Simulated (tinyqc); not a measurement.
Yield against design margin.

Cells fail independently with probability Q(k) = erfc(k/sqrt(2))/2 when the margin is k standard deviations, and Y = exp(-Nb Q(k)). phi = exp(-k^2/2)/sqrt(2 pi).  k = margin/s(dVT). With one spare that repairs any one cell, Y1 = exp(-x)(1 + x), x = Nb Q(k).

Parameters, values chosen for the exercise:
- Nb = 33554432 (number of cells)

s(dVT) = 60.4 mV

Result of one run:
```
M (mV),k,Q(k),expected failures x,Y,Y1
376,6.225,2.405e-10,0.008071,0.9920,1.000
```

What becomes of these results when the margin M is changed from 376 to 344 mV, all else the same?

Result of the changed run:
```
M (mV),k,Q(k),expected failures x,Y,Y1
344,5.695,6.155e-9,0.2065,0.8134,0.9814
```

The whole series:
```
M (mV),k,Q(k),expected failures x,Y,Y1
320,5.298,5.853e-8,1.964,0.1403,0.4158
344,5.695,6.155e-9,0.2065,0.8134,0.9814
360,5.960,1.259e-9,0.04225,0.9586,0.9991
376,6.225,2.405e-10,0.008071,0.9920,1.000
400,6.623,1.766e-11,5.925e-4,0.9994,1.000
424,7.020,1.110e-12,3.726e-5,1.000,1.000
448,7.417,5.980e-14,2.007e-6,1.000,1.000
480,7.947,9.553e-16,3.205e-8,1.000,1.000
```

Over a change of the margin from 320 to 480 mV, k goes from 5.30 to 7.95, the expected failures fall by 7.8 decades and the yield goes from 0.140 to 1.000. The spare helps most at M = 320 mV among the rows, where it lifts the yield from 0.140 to 0.416.

tinyqc, about 0.01 s, one thread, Intel Xeon 2.30GHz (shared host): `OMP_NUM_THREADS=1 python tinyqc.py 2090075 2090076 out.jsonl`
